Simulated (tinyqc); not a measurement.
Standing waves and exposure in a photoresist film: one step. Intensity and exposure over the lowest period. Two cases, with inputs chosen for the exercise.

Question. Nine depths from d - period to d. Without bleaching during the exposure the share of unexposed compound is m = exp(-C D I).

Normal incidence from air. Unexposed resist: N1 = n1 + i k1 with k1 = (A + B) lam/(4 pi), lam in micrometres. r01 = (1 - N1)/(1 + N1), t01 = 2/(1 + N1). Below the resist lie the layer Na = na + i ka and the substrate Ns = ns + i ks: r12 = (r1a + ras x)/(1 + r1a ras x), x = exp(4 pi i Na da/lam), r1a = (N1 - Na)/(N1 + Na), ras = (Na - Ns)/(Na + Ns). With p = exp(2 pi i N1 d/lam), the field at depth z is E(z) = t01 [exp(2 pi i N1 z/lam) + r12 p^2 exp(-2 pi i N1 z/lam)]/(1 + r01 r12 p^2), the relative intensity I(z) = n1 |E(z)|^2 and the reflectance R = |(r01 + r12 p^2)/(1 + r01 r12 p^2)|^2.

Give: Profile.

Case 1.

Values chosen (a resist on Si, indices near tabulated ones; not measured data): d = 602 nm (resist thickness); lam = 365 nm (vacuum wavelength); C = 0.039 cm^2/mJ (exposure rate (Dill C)); D = 40 mJ/cm^2 (incident dose).

N1 = 1.7080000+0.0220748i
r12 = 0.264691+0.112808i
period = 106.8501 nm

Answer.

Profile:
```
z (nm)      I      m
495.1   0.967  0.221
508.5   0.964  0.222
521.9   0.782  0.295
535.2   0.524  0.442
548.6   0.338  0.590
561.9   0.330  0.597
575.3   0.501  0.458
588.6   0.748  0.312
602.0   0.922  0.237
```

I runs from 0.330 to 0.967 on these points, so m runs from 0.221 to 0.597; the least exposed point listed lies 40.1 nm above the bottom.

Case 2.

Values chosen (a resist on Cu, indices near tabulated ones; not measured data): d = 712 nm (resist thickness); lam = 365 nm (vacuum wavelength); C = 0.037 cm^2/mJ (exposure rate (Dill C)); D = 20 mJ/cm^2 (incident dose).

N1 = 1.6820000+0.0075519i
r12 = 0.221086+0.131892i
period = 108.5018 nm

Answer.

Profile:
```
z (nm)      I      m
603.5   1.118  0.437
617.1   1.157  0.425
630.6   0.983  0.483
644.2   0.697  0.597
657.7   0.464  0.709
671.3   0.420  0.733
684.9   0.589  0.647
698.4   0.871  0.525
712.0   1.098  0.444
```

I runs from 0.420 to 1.157 on these points, so m runs from 0.425 to 0.733; the least exposed point listed lies 40.7 nm above the bottom.

Computed by tinyqc, one run a case: `OMP_NUM_THREADS=1 python tinyqc.py N N+1 out.jsonl` with N = 1650844, 1650882; one thread of a shared Intel(R) Xeon(R) Processor @ 2.30GHz, about 0.01 s a run at most.
